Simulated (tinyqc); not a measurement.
# Worked calculation: floating body of a partially depleted SOI transistor: body voltage and kink

Computed by the program tinyqc: `OMP_NUM_THREADS=1 python tinyqc.py 2182243 2182244 out.jsonl`, one thread of a shared Intel Xeon 2.30GHz, about 0.2 s for the whole run. Printed values are rounded.

Source at 0 V. Channel current Ic = 2 nf K Vt^2 [F(0) - F(Vd)](1 + la Vd), F(V) = ln^2(1 + exp((Vg - VT - nf V)/(2 nf Vt))), VT = VT0 - gb Vb. Saturation voltage Vs = 2 Vt sqrt(F(0)) + 3 Vt, excess Ve = (Vd - Vs + sqrt((Vd - Vs)^2 + 0.0004 V^2))/2, multiplication M1 = Ai Ve exp(-Bl/Ve). Each junction passes D(v) = J1 (exp(v/Vt) - 1) + J2 (exp(v/(2 Vt)) - 1). Bipolar current Ib = bb J1 (exp(Vb/Vt) - 1). The body settles where M1 (Ic + Ib) = D(Vb) + D(Vb - Vd) + Vb/Rb; drain current Id = (1 + M1)(Ic + Ib) - D(Vb - Vd).

Inputs (values chosen for the exercise); values of the order met in partially depleted silicon-on-insulator transistors: temperature T = 330 K; threshold at zero body voltage VT0 = 0.32 V; fall of the threshold per volt of body voltage gb = 0.32; slope factor nf = 1.19; gain factor per width K = 250 uA/(V^2 um); channel-length modulation factor la = 0.08 1/V; impact-ionisation prefactor Ai = 3.76 1/V; impact-ionisation voltage Bl = 7 V; diffusion saturation current of each junction J1 = 4.1e-12 uA/um; recombination saturation current of each junction J2 = 1.6e-7 uA/um; gain of the lateral bipolar transistor on the diffusion current bb = 3; resistance of a weak body tie to the source (1e9 stands for no tie, and the term is then dropped) Rb = 7e5 kohm um; gate voltage Vg = 0.47 V; drain voltage Vd = 2.5 V.

Constants: q = 1.602176634e-19 C, kB = 1.380649e-23 J/K, Vt = kB T/q. Results are converted to the units shown.

Range of the model: The multiplication law is an empirical form chosen for the exercise; self-heating and capacitive coupling to the body are left out, and the linear laws are rough once Vb passes about 0.7 V or M1 about 0.1.

## Starting value

Vb = 0.94 V.

Vb at the start = 0.94 V

## Iteration 1: new Vb

Current into the body I_in = M1 (Ic + Ib) - D(Vb - Vd), current out I_out = D(Vb) + Vb/Rb; f = ln(I_in/I_out), s = df/dVb by central differences over 1e-5 V, Vb(new) = Vb - f/s.

Ic = 25.6259 uA/um
Ve = 2.03584 V
M1 = 0.245845
I_in = 692.259 uA/um
I_out = 932.481 uA/um
f = -0.297889
s = -0.847124 1/V
Vb after iteration 1 = 0.588353 V

## Iteration 2: new Vb

As before.

Ic = 14.4626 uA/um
Ve = 2.13009 V
M1 = 0.299493
I_in = 4.33502 uA/um
I_out = 0.00977952 uA/um
f = 6.09419
s = -21.9782 1/V
Vb after iteration 2 = 0.865636 V

## Iteration 3: new Vb

As before.

Ic = 22.9963 uA/um
Ve = 2.05581 V
M1 = 0.256686
I_in = 58.3049 uA/um
I_out = 68.7026 uA/um
f = -0.164100
s = -3.81642 1/V
Vb after iteration 3 = 0.822638 V

## Course of the iteration

Stop when the step is below 1e-10 V, or after 40 iterations.

Course of the iteration:
```
iteration  Vb before the step (V)  step (V)
1                            0.94    -0.352
2                        0.588353     0.277
3                        0.865636   -0.0430
4                        0.822638    0.0121
5                        0.834726   1.98e-3
6                        0.836711   4.90e-5
7                        0.836760   2.93e-8
8                        0.836760   < 1e-13
```

Converged in 8 iterations.

## Drain current with floating and with grounded body

converged Vb = 0.836760 V

Id and VT at the converged Vb, Id at Vb = 0, their ratio, and the bipolar share Ib/(Ic + Ib).

VT = 0.0522368 V
Id, floating = 121.010 uA/um
Id, grounded = 4.34961 uA/um
ratio = 27.8210
bipolar share = 77.0607 %

The body rises to 0.837 V and lowers the threshold by 268 mV.
